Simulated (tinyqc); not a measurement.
Lorentz oscillators and the Kramers-Kronig relations: one step. Optical constants. Four cases, with inputs chosen for the exercise.

Question. Convert eps at the photon energy E into the optical constants.

n + i k = sqrt(eps1 + i eps2) with k >= 0; R = ((n - 1)^2 + k^2)/((n + 1)^2 + k^2) at normal incidence from vacuum; alpha = 2 E k/(hbar c), times 1e8 for 1/cm; loss function Im(-1/eps) = eps2/(eps1^2 + eps2^2).

Constants: hbar c = 1973.269805 eV angstrom.

Case 1.

Values chosen (out of a larger set: line positions loosely like those of Si; Lorentz tails absorb below the gap, where the real solid is clear; not measured data): E = 4.97 eV (photon energy).

eps(E) = -9.932505+13.899277i

Case 2.

Values chosen (out of a larger set: line positions loosely like those of GaN; Lorentz tails absorb below the gap, where the real solid is clear; not measured data): E = 7.06 eV (photon energy).

eps(E) = -2.299232+10.064224i

Case 3.

Values chosen: E = 12.91 eV (photon energy).
eps(E) = 1.081574+1.159646i

Case 4.

Values chosen: E = 6.37 eV (photon energy).
eps(E) = -0.151844+6.049648i

Give: n; k; R; alpha; loss function; vacuum wavelength hc/E (hc = 1239.841984 eV nm).

Answer.

Case 1.

n = 1.8909
k = 3.6753
R = 0.6541
alpha = 1.85e+06 1/cm
loss function = 0.0476
vacuum wavelength hc/E (hc = 1239.841984 eV nm) = 249.5 nm

The intensity falls to 1/e within 5.4 nm. eps1 is negative, so k exceeds n, as in a metal below its plasma energy; R is 0.65.

Case 2.

n = 2.0030
k = 2.5122
R = 0.4773
alpha = 1.80e+06 1/cm
loss function = 0.0944
vacuum wavelength hc/E (hc = 1239.841984 eV nm) = 175.6 nm

The intensity falls to 1/e within 5.56 nm. eps1 is negative, so k exceeds n, as in a metal below its plasma energy; R is 0.48.

Case 3.

n = 1.1548
k = 0.5021
R = 0.0564
alpha = 6.57e+05 1/cm
loss function = 0.4612
vacuum wavelength hc/E (hc = 1239.841984 eV nm) = 96.0 nm

The intensity falls to 1/e within 15.2 nm.

Case 4.

n = 1.7175
k = 1.7612
R = 0.3449
alpha = 1.14e+06 1/cm
loss function = 0.1652
vacuum wavelength hc/E (hc = 1239.841984 eV nm) = 194.6 nm

The intensity falls to 1/e within 8.79 nm. eps1 is negative, so k exceeds n, as in a metal below its plasma energy; R is 0.34.

Computed by tinyqc, one run a case: `OMP_NUM_THREADS=1 python tinyqc.py N N+1 out.jsonl` with N = 1652694, 1680014, 1680116, 1680139; one thread of a shared Intel(R) Xeon(R) Processor @ 2.30GHz, about 0.2 s a run at most.
